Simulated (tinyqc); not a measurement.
Straight dislocations in isotropic elasticity: fields, energies, partials, Peierls stress and walls: one step, computed by the program tinyqc.

The line runs along z, the glide plane is y = 0, and beta is the angle between b and the line (0 screw, 90 degrees edge): b_e = b sin(beta) along +x with the extra half plane at y > 0, b_s = b cos(beta). Stress is positive in tension.

Problem. Strength from dislocations. Frank-Read source, averaged over the loop: tau = G b/(2 pi l) [(1 - nu/2)/(1 - nu)] ln(l/r0). Taylor hardening: tau = 0.3 G b sqrt(rho).

Inputs (values chosen for the exercise, modelled on gold): shear modulus G = 27.6 GPa; Poisson ratio nu = 0.426; Burgers vector b = 2.884 angstrom; dislocation density rho = 4.5e+12 1/m^2; core radius r0/b = 1.5; source length l = 77 nm.

Give: Frank-Read stress; Taylor stress.

Solution.

Frank-Read stress = 116.9 MPa

Taylor stress = 5.066 MPa
